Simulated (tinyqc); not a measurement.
Absorption edge of a degenerate semiconductor, band filling against gap narrowing: two steps of the calculation.

n-type, parabolic bands, full ionisation. eta = (EF - Ec)/kB T solves N = Nc F12(eta), F12(x) = (2/sqrt(pi)) int_0^infinity sqrt(u)/(1 + exp(u - x)) du. The gap shrinks rigidly by dEg = a3 y^(1/3) + a4 y^(1/4) + a2 y^(1/2), y = N/1e18 cm^-3, an empirical law that is here taken as the true narrowing.

Parameters, values chosen for the exercise; band and dielectric values close to those of indium arsenide: temperature T = 400 K; band gap Eg = 0.35 eV; conduction-band density of states at 400 K, from me Nc = 1.36e17 cm^-3; electron mass me = 0.0231 m0; hole mass mh = 0.412 m0; ionised donor density N = 1.8e17 cm^-3; coefficient of (N/1e18)^(1/3) a3 = 16.7 meV; coefficient of (N/1e18)^(1/4) a4 = 2.3 meV; coefficient of (N/1e18)^(1/2) a2 = 1.9 meV.

Constants: q = 1.602176634e-19 C, kB = 1.380649e-23 J/K, h = 6.62607015e-34 J s, c = 299792458 m/s, Vt = kB T/q. Results are converted to the units shown.

Problem 1. Fermi level. Newton step on ln F12(eta) = ln(N/Nc): eta(new) = eta - ln(Nc F12/N) F12/Fm, Fm(x) = dF12/dx = (1/sqrt(pi)) int_0^infinity u^(-1/2)/(1 + exp(u - x)) du.

eta at the start (Boltzmann value) = 0.2803

Give: F12; Fm; eta after iteration 1.

Solution 1.

F12 = 0.9500
Fm = 0.7158
eta after iteration 1 = 0.7204

Problem 2. The optical edge. Vertical transitions need an empty final state: the edge is taken where the state lies 4 kB T below EF, E_opt = Eg - dEg + (1 + me/mh) max(eta - 4, 0) kB T; wavelength h c/(q E_opt).

converged eta = 0.73989991

Give: dEg; EF - Ec; filling shift; E_opt; wavelength.

Solution 2.

dEg = 11.73 meV
EF - Ec = 25.50 meV
filling shift = 0 meV
E_opt = 0.3383 eV
wavelength = 3665 nm

The edge lies 11.7 meV below the undoped gap: narrowing outweighs filling.

Range of the model: Band tails, non-parabolic bands and incomplete ionisation are left out.

Numbers from tinyqc (`OMP_NUM_THREADS=1 python tinyqc.py 2330006 2330007 out.jsonl`; about 0.01 s on one thread of a shared Intel Xeon 2.30GHz).
